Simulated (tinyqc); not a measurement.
## Bandgap voltage reference from two bipolar transistors: effect of the area ratio of the second transistor

Two transistors of area 1 and N carry the same current I. Is(T) = Is (T/T0)^eta exp[(Vg0 q/kB)(1/T0 - 1/T)], VBE1 = Vt ln(I/Is(T)) + I rb, VBE2 = Vt ln(I/(N Is(T))) + I rb/N. The amplifier forces I R1(T) = VBE1 - VBE2 + Vos, with R(T) = R (1 + tc (T - T0)) for both resistors, and the output is Vref = VBE1 + I R2(T). Base currents and the Early effect are neglected.

Vt = kB T/q; I = (Vt ln N + Vos)/(R1(T) - rb (1 - 1/N)). Box coefficient: span of Vref between 233 and 398 K over its average over T and over 165 K. The last column is the R2 that gives zero slope at T0.

Parameters, values chosen for the exercise; values of the order met in silicon bipolar transistors:
```
symbol,value,unit,meaning
T0,298,K,reference temperature
Vg0,1.166,V,band-gap voltage extrapolated to 0 K
eta,3.2,,temperature exponent of the saturation current
Is,7.4e-16,A,saturation current of the unit transistor at T0
R1,5.1,kohm,"resistor across which the difference of VBE falls, at T0"
tc,0,ppm/K,temperature coefficient of both resistors
Vos,0,mV,offset of the amplifier
rb,0,ohm,series resistance of the unit transistor
R2,55.05,kohm,output resistor at T0
```

Constants: q = 1.602176634e-19 C, kB = 1.380649e-23 J/K. Results are converted to the units shown.

Result of one run:

| I at T0 (uA) | Vref at T0 (V) | slope at T0 (uV/K) | box coefficient (ppm/K) | R2 for zero slope (kohm) |
|---|---|---|---|---|
| 10.47 | 1.177 | -154.0 | 138.6 | 59.43 |

Which area ratio of the second transistor N gave this result: 4, 8, 15 or 48?

N = 8.

The whole series:

| N | I at T0 (uA) | Vref at T0 (V) | slope at T0 (uV/K) | box coefficient (ppm/K) | R2 for zero slope (kohm) |
|---|---|---|---|---|---|
| 2 | 3.490 | 0.7641 | -1538 | 2100 | 186.4 |
| 4 | 6.980 | 0.9741 | -833.7 | 878.6 | 90.64 |
| 8 | 10.47 | 1.177 | -154.0 | 138.6 | 59.43 |
| 15 | 13.64 | 1.358 | 453.5 | 326.0 | 45.14 |
| 24 | 16.00 | 1.492 | 904.5 | 594.4 | 38.21 |
| 48 | 19.49 | 1.689 | 1566 | 907.8 | 31.11 |
| 100 | 23.19 | 1.897 | 2264 | 1165 | 25.96 |

As N goes from 2 to 100, Vref rises from 0.7641 to 1.897 V and the box coefficient goes from 2100 through a minimum of 139 (at N = 8 among the rows listed) to 1160 ppm/K. A larger N needs a smaller R2/R1, which lowers the gain seen by offset and noise.

Computed by the program tinyqc: `OMP_NUM_THREADS=1 python tinyqc.py 2062181 2062182 out.jsonl`, one thread of a shared Intel Xeon 2.30GHz, about 0.03 s for the whole run.
